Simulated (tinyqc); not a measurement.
Landau-Devonshire theory of a uniaxial ferroelectric: one step, computed by the program tinyqc.

G(P) = (alpha/2) P^2 + (beta*/4) P^4 + (gamma/6) P^6 - E P per volume, SI units, one domain, P along the polar axis, which is normal to the film.

Problem. Coefficients at T. alpha = alpha_0 (T - T0*), with clamping: T0* = T0 + 4 Q12 u_m/(alpha_0 (s11 + s12)), beta* = beta + 4 Q12^2/(s11 + s12).

Inputs (values chosen for the exercise, modelled on barium titanate): alpha_0 = 701000 J m/(C^2 K); Curie-Weiss temperature T0 = 381 K; beta = -7.95e+08 J m^5/C^4; temperature T = 292 K; misfit strain u_m = -0.006; electrostriction Q12 = -0.043 m^4/C^2; compliance s11 + s12 = 5.6e-12 m^2/N.

Sample: epitaxial film.

Give: T0*; alpha; beta*.

Solution.

T0* = 643.9 K

alpha = -2.467e+08 J m/C^2

beta* = 5.257e+08 J m^5/C^4

Compression raises T0 by 263 K. beta* > 0: the transition is of second order, although the free crystal has a first-order one.
